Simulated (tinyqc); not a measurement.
Crystal pulling from the melt: segregation, interface stability, heat balance and point-defect regime: one step, computed by the program tinyqc. Command: `OMP_NUM_THREADS=1 python tinyqc.py 3010218 3010219 out.jsonl pull walk`. One thread of a shared host (Intel(R) Xeon(R) Processor @ 2.30GHz), about 0.01 s of CPU time with the checks.

A dilute solute; steady pulling with a flat interface unless it is found unstable.

Problem. Constitutional supercooling. Liquidus slope per concentration (van 't Hoff): |m| = k_B T_m^2 (1 - k0)/L. Solute gradient at the interface: G_C = (V/D) C_s (1 - k0)/k0. Constitutional supercooling sets in when |m| G_C > G_L. Critical C_s from the equality.

Inputs (values chosen for the exercise, modelled on germanium in silicon): equilibrium coefficient k0 = 0.32; diffusivity in the melt D = 0.00012 cm^2/s; pull rate V = 0.97 mm/min; gradient in the melt G_L = 20 K/cm; latent heat per volume L = 4110 J/cm^3; melting point T_m = 1685 K.

C_s = 1.165697e+16 1/cm^3

Constants: k_B = 1.380649e-23 J/K.

Give: |m|; |m| G_C; critical C_s; ratio |m| G_C/G_L.

Solution.

|m| = 6.486e-21 K cm^3

|m| G_C = 0.002164 K/cm

critical C_s = 1.077e+20 1/cm^3

ratio |m| G_C/G_L = 1.082e-04

The interface is stable by this test, with a margin of 9200.
